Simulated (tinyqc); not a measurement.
## Hoppings from the band edges

Question. A dimerised chain has bands +/- sqrt(dl^2 + t1^2 + t2^2 + 2 t1 t2 cos k). Its semi-infinite form starts with the bond t1 and has a state bound to its end; such a state exists only for t1 < t2. Find t1 and t2.

Inputs (values chosen for the exercise):
- dl = 0 eV (site energy, +dl on A and -dl on B)

bottom and top of the upper band (eV): [0.29, 1.71]

Solution. The top gives t1 + t2 = sqrt(E^2 - dl^2) and the bottom |t1 - t2|; the end state decides which is larger.

t1 = 0.710 eV
t2 = 1.00 eV

Computed by the program tinyqc: `OMP_NUM_THREADS=1 python tinyqc.py 2680134 2680135 out.jsonl`, one thread of a shared Intel Xeon 2.30GHz, about 0.03 s for the whole run.
